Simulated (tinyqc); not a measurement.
Inside a calculation (part 1 of 2). Method: UHF in the sto-3g basis, for H4, spin multiplicity 3. Computed by tinyqc, a small Python program that keeps every step (integrals from PySCF). Settings: charge = 0, multiplicity = 3, basis = sto-3g, energy threshold = 1e-09, iteration cap = 56, orthogonalisation = symmetric, start = random, DIIS depth = 0, method = UHF. Command: `OMP_NUM_THREADS=1 python tinyqc.py 24010 24011 out.jsonl` (the two numbers bound the seeds that draw the settings). One thread of a shared host (Intel(R) Xeon(R) Processor @ 2.60GHz), about 0.09 s of CPU time with the checks. Later iterations appear only in the table of the cycle.

## One-electron integrals

Geometry (angstrom):

| atom | x | y | z |
|---|---|---|---|
| H | 0.000000 | 0.000000 | 0.000000 |
| H | 0.000000 | 0.000000 | 1.543000 |
| H | 0.000000 | 1.028000 | 0.000000 |
| H | 0.000000 | 1.028000 | 1.543000 |

Basis sto-3g: exponents (1/bohr^2) and contraction coefficients of normalised primitives:

| element | l (shell) | exponent | coefficient |
|---|---|---|---|
| H | s (1) | 3.425251 | 0.154329 |
| H | s (1) | 0.623914 | 0.535328 |
| H | s (1) | 0.168855 | 0.444635 |

Overlap, kinetic and nuclear-attraction integrals over the contracted functions; the nuclear repulsion is the sum of Za Zb / Rab.

nuclear repulsion = 2.28625748 hartree

overlap S:
```
          1H 1s     2H 1s     3H 1s     4H 1s
1H 1s  1.000000  0.241364  0.480140  0.150766
2H 1s  0.241364  1.000000  0.150766  0.480140
3H 1s  0.480140  0.150766  1.000000  0.241364
4H 1s  0.150766  0.480140  0.241364  1.000000
```

kinetic energy T (hartree):
```
           1H 1s      2H 1s      3H 1s      4H 1s
1H 1s   0.760032   0.006237   0.101251  -0.007587
2H 1s   0.006237   0.760032  -0.007587   0.101251
3H 1s   0.101251  -0.007587   0.760032   0.006237
4H 1s  -0.007587   0.101251   0.006237   0.760032
```

nuclear attraction V (hartree):
```
           1H 1s      2H 1s      3H 1s      4H 1s
1H 1s  -2.354193  -0.502563  -1.067279  -0.322959
2H 1s  -0.502563  -2.354193  -0.322959  -1.067279
3H 1s  -1.067279  -0.322959  -2.354193  -0.502563
4H 1s  -0.322959  -1.067279  -0.502563  -2.354193
```

core Hamiltonian H = T + V (hartree):
```
           1H 1s      2H 1s      3H 1s      4H 1s
1H 1s  -1.594162  -0.496326  -0.966028  -0.330545
2H 1s  -0.496326  -1.594162  -0.330545  -0.966028
3H 1s  -0.966028  -0.330545  -1.594162  -0.496326
4H 1s  -0.330545  -0.966028  -0.496326  -1.594162
```

## Two-electron integrals

Functions are numbered as in S; the eight-fold symmetry (ij|kl) = (ji|kl) = (kl|ij) leaves the list below.

Two-electron integrals (ij|kl) in chemists' order, unique and non-zero (hartree):
```
(11|11) 0.774606   (21|11) 0.127848   (21|21) 0.032756   (22|11) 0.337083
(22|21) 0.127848   (22|22) 0.774606   (31|11) 0.296561   (31|21) 0.053718
(31|22) 0.152592   (31|31) 0.146603   (32|11) 0.068743   (32|21) 0.018267
(32|22) 0.073381   (32|31) 0.035113   (32|32) 0.012016   (33|11) 0.469016
(33|21) 0.092959   (33|22) 0.283765   (33|31) 0.296561   (33|32) 0.073381
(33|33) 0.774606   (41|11) 0.073381   (41|21) 0.018267   (41|22) 0.068743
(41|31) 0.035113   (41|32) 0.011829   (41|33) 0.068743   (41|41) 0.012016
(42|11) 0.152592   (42|21) 0.053718   (42|22) 0.296561   (42|31) 0.075475
(42|32) 0.035113   (42|33) 0.152592   (42|41) 0.035113   (42|42) 0.146603
(43|11) 0.092959   (43|21) 0.024048   (43|22) 0.092959   (43|31) 0.053718
(43|32) 0.018267   (43|33) 0.127848   (43|41) 0.018267   (43|42) 0.053718
(43|43) 0.032756   (44|11) 0.283765   (44|21) 0.092959   (44|22) 0.469016
(44|31) 0.152592   (44|32) 0.068743   (44|33) 0.337083   (44|41) 0.073381
(44|42) 0.296561   (44|43) 0.127848   (44|44) 0.774606
```

## Orthogonalisation

S = U s U^T; symmetric (Loewdin) form X = U s^(-1/2) U^T, so that X^T S X = 1.

eigenvalues of S: 0.429261  0.610458  1.088010  1.872271

X:
```
           1H 1s      2H 1s      3H 1s      4H 1s
1H 1s   1.123929  -0.118570  -0.279164   0.004634
2H 1s  -0.118570   1.123929   0.004634  -0.279164
3H 1s  -0.279164   0.004634   1.123929  -0.118570
4H 1s   0.004634  -0.279164  -0.118570   1.123929
```

## Starting guess

The start is random orthonormal orbitals; D(s) = C_occ C_occ^T for each spin.

D(alpha) at the start:
```
           1H 1s      2H 1s      3H 1s      4H 1s
1H 1s   0.779411  -0.038018  -0.801739   0.470767
2H 1s  -0.038018   1.262481   0.146097  -0.786807
3H 1s  -0.801739   0.146097   1.303181  -0.150616
4H 1s   0.470767  -0.786807  -0.150616   1.085433
```

D(beta) at the start:
```
          1H 1s     2H 1s     3H 1s     4H 1s
1H 1s  0.160024  0.084626  0.080956  0.242449
2H 1s  0.084626  0.044753  0.042812  0.128215
3H 1s  0.080956  0.042812  0.040956  0.122655
4H 1s  0.242449  0.128215  0.122655  0.367328
```

## Iteration 1: building the Fock matrix

J_ij = sum D_kl (ij|kl) with D = D(alpha) + D(beta), K_ij = sum D_kl (ik|jl) for each spin; F = H + J - K(s); E = tr D H + tr D J / 2 - 0.5 sum_s tr D(s) K(s) + E_nn.

Coulomb J (hartree):
```
          1H 1s     2H 1s     3H 1s     4H 1s
1H 1s  1.719864  0.433701  0.852972  0.283229
2H 1s  0.433701  1.913951  0.284235  0.930409
3H 1s  0.852972  0.284235  1.841230  0.451600
4H 1s  0.283229  0.930409  0.451600  1.979661
```

exchange K(alpha) (hartree):
```
          1H 1s     2H 1s     3H 1s     4H 1s
1H 1s  0.409398  0.228575  0.194611  0.192773
2H 1s  0.228575  0.734001  0.142834  0.277106
3H 1s  0.194611  0.142834  0.701004  0.228916
4H 1s  0.192773  0.277106  0.228916  0.625562
```

exchange K(beta) (hartree):
```
          1H 1s     2H 1s     3H 1s     4H 1s
1H 1s  0.258975  0.156877  0.183486  0.181479
2H 1s  0.156877  0.235839  0.133615  0.269632
3H 1s  0.183486  0.133615  0.190092  0.186494
4H 1s  0.181479  0.269632  0.186494  0.450852
```

F(alpha) (hartree):
```
           1H 1s      2H 1s      3H 1s      4H 1s
1H 1s  -0.283695  -0.291199  -0.307667  -0.240089
2H 1s  -0.291199  -0.414211  -0.189145  -0.312725
3H 1s  -0.307667  -0.189145  -0.453935  -0.273641
4H 1s  -0.240089  -0.312725  -0.273641  -0.240062
```

F(beta) (hartree):
```
           1H 1s      2H 1s      3H 1s      4H 1s
1H 1s  -0.133272  -0.219502  -0.296542  -0.228796
2H 1s  -0.219502   0.083951  -0.179926  -0.305251
3H 1s  -0.296542  -0.179926   0.056976  -0.231220
4H 1s  -0.228796  -0.305251  -0.231220  -0.065352
```

total energy of this density = -1.29542116 hartree

## Iteration 1: diagonalisation and new density

Diagonalise F' = X^T F X, C = X C', fill 3 alpha and 1 beta electrons from the bottom; D(s) = C_occ C_occ^T. Each column has its largest component positive (the first on a tie).

F' = X^T F X (alpha) (hartree):
```
           1          2          3          4
1  -0.142863  -0.188223  -0.149114  -0.091140
2  -0.188223  -0.288909  -0.021866  -0.181934
3  -0.149114  -0.021866  -0.349677  -0.167681
4  -0.091140  -0.181934  -0.167681  -0.086675
```

orbital energies (alpha) (hartree): MO1 -0.624009, MO2 -0.302352, MO3 -0.027863, MO4 0.086099

coefficients C (alpha):
```
            MO1        MO2        MO3        MO4
1H 1s  0.304024  -0.247500   0.922867   0.591489
2H 1s  0.425039  -0.721183  -0.111488  -0.801272
3H 1s  0.450549   0.862268  -0.211697  -0.603252
4H 1s  0.274501   0.065014  -0.602333   0.955430
```

F' = X^T F X (beta) (hartree):
```
           1          2          3          4
1   0.068497  -0.186394  -0.340347  -0.079302
2  -0.186394   0.333041  -0.031534  -0.381626
3  -0.340347  -0.031534   0.292267  -0.205852
4  -0.079302  -0.381626  -0.205852   0.164564
```

orbital energies (beta) (hartree): MO1 -0.411804, MO2 0.088166, MO3 0.442791, MO4 0.739216

coefficients C (beta):
```
            MO1        MO2        MO3        MO4
1H 1s  0.471366   0.626271  -0.624034  -0.592799
2H 1s  0.273527  -0.380345  -0.588110   0.888750
3H 1s  0.286424   0.278074   0.854455   0.682475
4H 1s  0.420696  -0.583804   0.393793  -0.826041
```

D(alpha) after iteration 1:
```
           1H 1s      2H 1s      3H 1s      4H 1s
1H 1s   1.005370   0.204827  -0.271802  -0.488509
2H 1s   0.204827   0.713193  -0.406751   0.136940
3H 1s  -0.271802  -0.406751   0.991317   0.307248
4H 1s  -0.488509   0.136940   0.307248   0.442383
```

D(beta) after iteration 1:
```
          1H 1s     2H 1s     3H 1s     4H 1s
1H 1s  0.222186  0.128931  0.135011  0.198301
2H 1s  0.128931  0.074817  0.078345  0.115072
3H 1s  0.135011  0.078345  0.082039  0.120498
4H 1s  0.198301  0.115072  0.120498  0.176985
```

## Iteration 2: building the Fock matrix

As before.

Coulomb J (hartree):
```
          1H 1s     2H 1s     3H 1s     4H 1s
1H 1s  1.968571  0.447257  0.933417  0.284654
2H 1s  0.447257  1.803756  0.284707  0.860086
3H 1s  0.933417  0.284707  1.918662  0.437630
4H 1s  0.284654  0.860086  0.437630  1.750911
```

exchange K(alpha) (hartree):
```
          1H 1s     2H 1s     3H 1s     4H 1s
1H 1s  0.755120  0.203156  0.398885  0.083048
2H 1s  0.203156  0.695205  0.104142  0.401774
3H 1s  0.398885  0.104142  0.762889  0.205676
4H 1s  0.083048  0.401774  0.205676  0.540625
```

exchange K(beta) (hartree):
```
          1H 1s     2H 1s     3H 1s     4H 1s
1H 1s  0.351942  0.183163  0.248040  0.178814
2H 1s  0.183163  0.239580  0.150507  0.221892
3H 1s  0.248040  0.150507  0.259767  0.177258
4H 1s  0.178814  0.221892  0.177258  0.303988
```

F(alpha) (hartree):
```
           1H 1s      2H 1s      3H 1s      4H 1s
1H 1s  -0.380710  -0.252224  -0.431497  -0.128939
2H 1s  -0.252224  -0.485611  -0.149980  -0.507717
3H 1s  -0.431497  -0.149980  -0.438389  -0.264372
4H 1s  -0.128939  -0.507717  -0.264372  -0.383875
```

F(beta) (hartree):
```
           1H 1s      2H 1s      3H 1s      4H 1s
1H 1s   0.022468  -0.232232  -0.280652  -0.224705
2H 1s  -0.232232  -0.029986  -0.196345  -0.327835
3H 1s  -0.280652  -0.196345   0.064734  -0.235954
4H 1s  -0.224705  -0.327835  -0.235954  -0.147238
```

total energy of this density = -1.78514656 hartree

## Iteration 2: diagonalisation and new density

As before.

F' = X^T F X (alpha) (hartree):
```
           1          2          3          4
1  -0.193951  -0.174568  -0.310631   0.077506
2  -0.174568  -0.271821   0.057308  -0.395999
3  -0.310631   0.057308  -0.256509  -0.194951
4   0.077506  -0.395999  -0.194951  -0.150013
```

orbital energies (alpha) (hartree): MO1 -0.697332, MO2 -0.452551, MO3 -0.118459, MO4 0.396048

coefficients C (alpha):
```
            MO1        MO2        MO3        MO4
1H 1s  0.254823   0.472116   0.761574   0.698145
2H 1s  0.482572  -0.490092   0.511256  -0.787897
3H 1s  0.321153   0.581996  -0.660240  -0.690981
4H 1s  0.383953  -0.340484  -0.600634   0.855055
```

F' = X^T F X (beta) (hartree):
```
           1          2          3          4
1   0.256645  -0.204879  -0.369555  -0.072386
2  -0.204879   0.202581  -0.043619  -0.349348
3  -0.369555  -0.043619   0.304496  -0.199447
4  -0.072386  -0.349348  -0.199447   0.066762
```

orbital energies (beta) (hartree): MO1 -0.423857, MO2 0.112057, MO3 0.406088, MO4 0.736196

coefficients C (beta):
```
            MO1        MO2        MO3        MO4
1H 1s  0.326675   0.552767   0.383958  -0.891929
2H 1s  0.355226  -0.327721   0.870372   0.603403
3H 1s  0.280566   0.484855  -0.471398   0.905103
4H 1s  0.485110  -0.524477  -0.736265  -0.550214
```

D(alpha) after iteration 2:
```
           1H 1s      2H 1s      3H 1s      4H 1s
1H 1s   0.867823   0.280949  -0.146215  -0.520335
2H 1s   0.280949   0.734448  -0.467804   0.045076
3H 1s  -0.146215  -0.467804   0.877775   0.321710
4H 1s  -0.520335   0.045076   0.321710   0.624110
```

D(beta) after iteration 2:
```
          1H 1s     2H 1s     3H 1s     4H 1s
1H 1s  0.106717  0.116044  0.091654  0.158473
2H 1s  0.116044  0.126186  0.099664  0.172324
3H 1s  0.091654  0.099664  0.078717  0.136105
4H 1s  0.158473  0.172324  0.136105  0.235332
```

## Iteration 3: building the Fock matrix

As before.

Coulomb J (hartree):
```
          1H 1s     2H 1s     3H 1s     4H 1s
1H 1s  1.854369  0.442283  0.892528  0.284754
2H 1s  0.442283  1.864803  0.284674  0.900845
3H 1s  0.892528  0.284674  1.852976  0.442671
4H 1s  0.284754  0.900845  0.442671  1.867778
```

exchange K(alpha) (hartree):
```
          1H 1s     2H 1s     3H 1s     4H 1s
1H 1s  0.715192  0.208358  0.401346  0.085639
2H 1s  0.208358  0.690643  0.098314  0.404535
3H 1s  0.401346  0.098314  0.728779  0.210565
4H 1s  0.085639  0.404535  0.210565  0.627051
```

exchange K(beta) (hartree):
```
          1H 1s     2H 1s     3H 1s     4H 1s
1H 1s  0.235018  0.172035  0.188141  0.169789
2H 1s  0.172035  0.313126  0.155551  0.283912
3H 1s  0.188141  0.155551  0.221105  0.185229
4H 1s  0.169789  0.283912  0.185229  0.387123
```

F(alpha) (hartree):
```
           1H 1s      2H 1s      3H 1s      4H 1s
1H 1s  -0.454985  -0.262401  -0.474847  -0.131430
2H 1s  -0.262401  -0.420002  -0.144185  -0.469718
3H 1s  -0.474847  -0.144185  -0.469965  -0.264220
4H 1s  -0.131430  -0.469718  -0.264220  -0.353434
```

F(beta) (hartree):
```
           1H 1s      2H 1s      3H 1s      4H 1s
1H 1s   0.025189  -0.226078  -0.261641  -0.215580
2H 1s  -0.226078  -0.042485  -0.201422  -0.349095
3H 1s  -0.261641  -0.201422   0.037709  -0.238883
4H 1s  -0.215580  -0.349095  -0.238883  -0.113506
```

total energy of this density = -1.81741372 hartree

## Iteration 3: diagonalisation and new density

As before.

F' = X^T F X (alpha) (hartree):
```
           1          2          3          4
1  -0.259083  -0.187642  -0.335904   0.079661
2  -0.187642  -0.208806   0.066996  -0.376554
3  -0.335904   0.066996  -0.274713  -0.196631
4   0.079661  -0.376554  -0.196631  -0.130346
```

orbital energies (alpha) (hartree): MO1 -0.697383, MO2 -0.453815, MO3 -0.135505, MO4 0.413755

coefficients C (alpha):
```
            MO1        MO2        MO3        MO4
1H 1s  0.407430  -0.419501   0.749137   0.672341
2H 1s  0.335309   0.566985   0.507245  -0.814879
3H 1s  0.427192  -0.449696  -0.715893  -0.676763
4H 1s  0.281733   0.466083  -0.562914   0.861249
```

F' = X^T F X (beta) (hartree):
```
           1          2          3          4
1   0.244022  -0.197312  -0.337165  -0.063155
2  -0.197312   0.201698  -0.048902  -0.384664
3  -0.337165  -0.048902   0.260454  -0.204949
4  -0.063155  -0.384664  -0.204949   0.121863
```

orbital energies (beta) (hartree): MO1 -0.421676, MO2 0.111567, MO3 0.422625, MO4 0.715522

coefficients C (beta):
```
            MO1        MO2        MO3        MO4
1H 1s  0.304126   0.541825   0.568295  -0.803868
2H 1s  0.385912  -0.384970   0.722566   0.732119
3H 1s  0.293527   0.504572  -0.600913   0.808320
4H 1s  0.464223  -0.466640  -0.657945  -0.699343
```

D(alpha) after iteration 3:
```
           1H 1s      2H 1s      3H 1s      4H 1s
1H 1s   0.903187   0.278760  -0.173604  -0.502436
2H 1s   0.278760   0.691201  -0.474863   0.073195
3H 1s  -0.173604  -0.474863   0.897221   0.313745
4H 1s  -0.502436   0.073195   0.313745   0.613479
```

D(beta) after iteration 3:
```
          1H 1s     2H 1s     3H 1s     4H 1s
1H 1s  0.092493  0.117366  0.089269  0.141182
2H 1s  0.117366  0.148928  0.113276  0.179149
3H 1s  0.089269  0.113276  0.086158  0.136262
4H 1s  0.141182  0.179149  0.136262  0.215503
```

## Iteration 4: building the Fock matrix

As before.

Coulomb J (hartree):
```
          1H 1s     2H 1s     3H 1s     4H 1s
1H 1s  1.860121  0.442417  0.895110  0.284725
2H 1s  0.442417  1.860401  0.284720  0.898382
3H 1s  0.895110  0.284720  1.859524  0.442538
4H 1s  0.284725  0.898382  0.442538  1.860102
```

exchange K(alpha) (hartree):
```
          1H 1s     2H 1s     3H 1s     4H 1s
1H 1s  0.729423  0.208097  0.400909  0.089125
2H 1s  0.208097  0.672423  0.095948  0.406031
3H 1s  0.400909  0.095948  0.731638  0.210220
4H 1s  0.089125  0.406031  0.210220  0.628894
```

exchange K(beta) (hartree):
```
          1H 1s     2H 1s     3H 1s     4H 1s
1H 1s  0.223706  0.173107  0.184670  0.165973
2H 1s  0.173107  0.331909  0.159063  0.288478
3H 1s  0.184670  0.159063  0.223516  0.184033
4H 1s  0.165973  0.288478  0.184033  0.378189
```

F(alpha) (hartree):
```
           1H 1s      2H 1s      3H 1s      4H 1s
1H 1s  -0.463464  -0.262005  -0.471827  -0.134946
2H 1s  -0.262005  -0.406183  -0.141774  -0.473677
3H 1s  -0.471827  -0.141774  -0.466275  -0.264009
4H 1s  -0.134946  -0.473677  -0.264009  -0.362953
```

F(beta) (hartree):
```
           1H 1s      2H 1s      3H 1s      4H 1s
1H 1s   0.042253  -0.227016  -0.255588  -0.211794
2H 1s  -0.227016  -0.065670  -0.204889  -0.356124
3H 1s  -0.255588  -0.204889   0.041847  -0.237821
4H 1s  -0.211794  -0.356124  -0.237821  -0.112249
```

total energy of this density = -1.82064664 hartree

## Iteration 4: diagonalisation and new density

As before.

F' = X^T F X (alpha) (hartree):
```
           1          2          3          4
1  -0.271186  -0.187513  -0.330239   0.075863
2  -0.187513  -0.190044   0.069150  -0.382996
3  -0.330239   0.069150  -0.273001  -0.195250
4   0.075863  -0.382996  -0.195250  -0.138696
```

orbital energies (alpha) (hartree): MO1 -0.697125, MO2 -0.453478, MO3 -0.137180, MO4 0.414858

coefficients C (alpha):
```
            MO1        MO2        MO3        MO4
1H 1s  0.414215  -0.431190   0.752996   0.656298
2H 1s  0.326110   0.549015   0.503605  -0.832975
3H 1s  0.419225  -0.439628  -0.738411  -0.664046
4H 1s  0.292715   0.484541  -0.535573   0.864828
```

F' = X^T F X (beta) (hartree):
```
           1          2          3          4
1   0.261840  -0.197756  -0.335824  -0.059133
2  -0.197756   0.177615  -0.052334  -0.387176
3  -0.335824  -0.052334   0.263172  -0.204514
4  -0.059133  -0.387176  -0.204514   0.125636
```

orbital energies (beta) (hartree): MO1 -0.424465, MO2 0.114672, MO3 0.420789, MO4 0.717267

coefficients C (beta):
```
            MO1        MO2        MO3        MO4
1H 1s  0.286735   0.536206   0.553551   0.824061
2H 1s  0.408301  -0.392052   0.732669  -0.705699
3H 1s  0.288790   0.522931  -0.568194  -0.821906
4H 1s  0.460149  -0.442743  -0.691260   0.685296
```

D(alpha) after iteration 4:
```
           1H 1s      2H 1s      3H 1s      4H 1s
1H 1s   0.924503   0.277562  -0.192808  -0.490967
2H 1s   0.277562   0.661383  -0.476516   0.091761
3H 1s  -0.192808  -0.476516   0.914273   0.305169
4H 1s  -0.490967   0.091761   0.305169   0.607301
```

D(beta) after iteration 4:
```
          1H 1s     2H 1s     3H 1s     4H 1s
1H 1s  0.082217  0.117074  0.082806  0.131941
2H 1s  0.117074  0.166710  0.117913  0.187879
3H 1s  0.082806  0.117913  0.083400  0.132886
4H 1s  0.131941  0.187879  0.132886  0.211737
```
